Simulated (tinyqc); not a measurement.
# n-type polysilicon, carrier trapping at grain boundaries: effect of the temperature

One-dimensional grains of size Lg, uniform ionised doping N, monovalent traps Qt at each boundary at a depth Et below (for electrons) or above (for holes) the band edge there, abrupt depletion of width W on each side of a boundary, Boltzmann statistics. xi is the distance from the band edge at the grain centre to the Fermi level. Trapped charge Qt/(1 + exp((xi + VB - Et)/Vt)) = 2 N W, barrier VB = q N W^2/(2 eps0 eps_r).

NB is given at 300 K and scales as (T/300 K)^1.5. If the trap equation with xi = Vt ln(NB/N) has a root W < Lg/2, the grain is partly depleted; otherwise W = Lg/2 and the trap equation gives xi = Et - VB + Vt ln(Qt/(N Lg) - 1). N* = Qt/Lg. n0 = NB exp(-xi/Vt); mean density n0 (1 - 2 W/Lg) by charge balance in a partly depleted grain, and n0 (sqrt(pi)/2) erf(u)/u with u = sqrt(VB/Vt) in a fully depleted one; v = sqrt(kB T/(2 pi ms m0)); barrier resistivity Vt exp(VB/Vt)/(q fe n0 v Lg); grain resistivity (1 - 2 W/Lg)/(q n0 mug); effective mobility 1/(q mean density total resistivity). Rows with xi above 0.45 V, towards mid-gap, are left out, since the other carrier type is ignored.

Parameters, values chosen for the exercise; values of the order met in polycrystalline silicon: relative permittivity eps_r = 11.7; conduction-band density of states at the reference temperature NB = 2.8e19 cm^-3; grain size Lg = 99 nm; trap density of a grain boundary Qt = 3.9e12 cm^-2; depth of the trap level from the majority band edge at the boundary Et = 0.32 eV; mass for thermionic emission ms = 0.48 m0; correction factor of the emission rate fe = 0.5; mobility inside the grains mug = 42 cm^2/(V s); doping N = 1.7e18 cm^-3.

Constants: q = 1.602176634e-19 C, kB = 1.380649e-23 J/K, m0 = 9.1093837015e-31 kg, Vt = kB T/q, eps0 = 8.8541878128e-14 F/cm where lengths are in cm. Results are converted to the units shown.

The same in every row: N/N* = 4.315.

Effect of the temperature:

| T (K) | depleted share 2 W/Lg | VB (V) | xi (V) | mean density (cm^-3) | resistivity (ohm cm) | effective mobility (cm^2/(V s)) |
|---|---|---|---|---|---|---|
| 200 | 0.2313 | 0.1724 | 0.03780 | 1.307e18 | 89.05 | 0.05364 |
| 240 | 0.2298 | 0.1701 | 0.05102 | 1.309e18 | 16.55 | 0.2880 |
| 280 | 0.2263 | 0.1649 | 0.06510 | 1.315e18 | 4.508 | 1.053 |
| 320 | 0.2208 | 0.1571 | 0.07992 | 1.325e18 | 1.587 | 2.968 |
| 360 | 0.2139 | 0.1474 | 0.09540 | 1.336e18 | 0.6956 | 6.714 |
| 400 | 0.2061 | 0.1368 | 0.1114 | 1.350e18 | 0.3709 | 12.47 |
| 440 | 0.1975 | 0.1256 | 0.1280 | 1.364e18 | 0.2343 | 19.52 |

As T goes from 200 to 440, VB falls from 0.172 to 0.126 V, the resistivity falls from 89.0 to 0.234 ohm cm and the effective mobility rises from 0.0536 to 19.5 cm^2/(V s). The activation energy kB ln(rho1/rho2)/(1/T1 - 1/T2) is 0.174 eV between the first two rows and 0.174 eV between the last two; mug is held fixed. For T = 200, 240 xi is under 2.5 Vt, where Boltzmann statistics begin to fail.

Numbers from tinyqc (`OMP_NUM_THREADS=1 python tinyqc.py 2830079 2830080 out.jsonl`; about 0.01 s on one thread of a shared Intel Xeon 2.30GHz).
